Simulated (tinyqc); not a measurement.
# Surface potential of a MOS transistor: implicit equation and explicit approximations: what changes with what

p-type body, charge-sheet picture, depletion and inversion only, full ionisation (an idealisation for deep acceptors), Boltzmann statistics (rough once Na exp(x - xn) passes about Nc/7). In units of Vt: xg = (Vg - Vfb)/Vt, x = psi/Vt, G = gamma/sqrt(Vt), xn = (2 phiF + Vc)/Vt. The implicit equation is (xg - x)^2 = G^2 [x - 1 + exp(x - xn)] for x above about 3. Cox = eps0 eox/tox.

Parameters, values chosen for the exercise; band and dielectric values close to those of silicon: temperature T = 300 K; band gap Eg = 1.13 eV; relative permittivity eps_r = 11.9; conduction-band density of states at T Nc = 2.84e19 cm^-3; valence-band density of states at T Nv = 2.67e19 cm^-3; relative permittivity of the gate insulator (close to zirconium oxide) eox = 25.3; insulator thickness tox = 4.5 nm; acceptor density Na = 9.5e17 cm^-3; flat-band voltage Vfb = -0.85 V; channel-body voltage Vc = 0.5 V; gate-body voltage Vg = 0.56 V.

Constants: q = 1.602176634e-19 C, kB = 1.380649e-23 J/K, Vt = kB T/q, eps0 = 8.8541878128e-14 F/cm where lengths are in cm. Results are converted to the units shown.

Each table varies one quantity; the others keep the values above.

## Accuracy of the approximations against gate voltage

ni = sqrt(Nc Nv) exp(-Eg/(2 Vt)), Eg in volts; phiF = Vt ln(Na/ni); gamma = sqrt(2 q eps0 eps_r Na)/Cox; VT = Vfb + Vt (xn + G sqrt(xn - 1)). Depletion value a = 1 + [sqrt(G^2/4 + xg - 1) - G/2]^2; inversion value b = xn + ln[(xg - xn)^2/G^2 - xn + 1] and first guess y = min(a, b) - ln(1 + exp(-|a - b|)) if a > xn + 1, else b = y = a; one second-order correction with D = exp(y - xn), p = 2 (xg - y) + G^2 (1 + D), w = (xg - y)^2 - G^2 (y - 1 + D): z = y + 2 w/(p + sqrt(p^2 - 2 (2 - G^2 D) w)), or the Newton step z = y + w/p where the root is not real. N_inv = (Cox Vt G/q) [sqrt(x - 1 + exp(x - xn)) - sqrt(x - 1)] at the root. Lambert form (Cox m Vt/q) W0[(G/(2 m sqrt(xn - 1))) exp((Vg - VT)/(m Vt))], m = 1 + G/(2 sqrt(xn - 1)). Errors under 1e-4 mV, and the linear form below VT, are printed as 0.

Result of one run:
```
Vg (V)	psi (V)	x - xn	error of y (mV)	error of z (mV)	N_inv (cm^-2)	Cox (Vg - VT)/q (cm^-2)	Lambert form (cm^-2)
0.54	1.2634	-7.4457	7.34e-4	0	2.3983e7	0	2.2040e7
```

What becomes of these results when the gate-body voltage Vg is changed from 0.54 to 1.34 V, all else the same?

Result of the changed run:
```
Vg (V)	psi (V)	x - xn	error of y (mV)	error of z (mV)	N_inv (cm^-2)	Cox (Vg - VT)/q (cm^-2)	Lambert form (cm^-2)
1.34	1.6310	6.7707	15.0	-1.63	1.2891e13	1.8581e13	1.3635e13
```

The whole series:
```
Vg (V)	psi (V)	x - xn	error of y (mV)	error of z (mV)	N_inv (cm^-2)	Cox (Vg - VT)/q (cm^-2)	Lambert form (cm^-2)
0.34	1.0735	-14.791	0	0	16832	0	13675
0.54	1.2634	-7.4457	7.34e-4	0	2.3983e7	0	2.2040e7
0.74	1.4530	-0.11327	1.04	0	3.4014e10	0	3.4112e10
0.94	1.5705	4.4332	26.5	8.59	2.4258e12	6.1528e12	2.6013e12
1.14	1.6090	5.9206	19.7	5.46	7.3908e12	1.2367e13	7.8825e12
1.34	1.6310	6.7707	15.0	-1.63	1.2891e13	1.8581e13	1.3635e13
1.54	1.6465	7.3711	12.2	-0.732	1.8601e13	2.4795e13	1.9547e13
1.74	1.6585	7.8360	10.4	-0.410	2.4425e13	3.1009e13	2.5536e13
1.94	1.6683	8.2152	9.14	-0.259	3.0321e13	3.7223e13	3.1571e13
```

psi rises from 1.07 to 1.67 V and ends 8.2 Vt above 2 phiF + Vc. Among the rows the first guess is off by at most 27 mV (at Vg = 0.94 V) and the corrected value by at most 8.6 mV. In the last row the linear form is 23 % above N_inv and the Lambert form 4.1 % above it; in the first row the Lambert form is 19 % below it. For Vg = 0.94, 1.14, 1.34, 1.54, 1.74, 1.94 the electron quasi-Fermi level lies less than 2 Vt below the band edge at the surface, or above it, where degeneracy and confinement, left out, matter.

## Effect of the insulator thickness at fixed gate voltage

Same model as above.

The same in every row: Cox (Vg - VT)/q (cm^-2) = 0.

Effect of the insulator thickness at fixed gate voltage:
```
tox (nm)	psi (V)	x - xn	error of y (mV)	error of z (mV)	N_inv (cm^-2)	Lambert form (cm^-2)
1.5	1.3661	-3.4751	0.0129	0	1.2217e9	1.1819e9
2.1	1.3489	-4.1390	9.29e-3	0	6.3311e8	6.0796e8
2.8	1.3292	-4.9027	5.77e-3	0	2.9723e8	2.8284e8
3.8	1.3015	-5.9737	2.68e-3	0	1.0295e8	9.6595e7
5.3	1.2611	-7.5369	7.83e-4	0	2.1913e7	2.0070e7
7.2	1.2118	-9.4442	1.58e-4	0	3.3207e6	2.9309e6
9.9	1.1452	-12.019	0	0	2.6023e5	2.1474e5
14	1.0515	-15.642	0	0	7260.1	5202.0
```

What does the table show?

As tox goes from 1.5 to 14, psi falls from 1.37 to 1.05 V, x - xn falls from -3.48 to -15.6 and N_inv falls from 1.22e9 to 7260 cm^-2. The Lambert form lies between 0.717 and 0.967 times N_inv.

Computed by the program tinyqc: `OMP_NUM_THREADS=1 python tinyqc.py 2122145 2122146 out.jsonl`, one thread of a shared Intel Xeon 2.30GHz, about 0.01 s for the whole run.
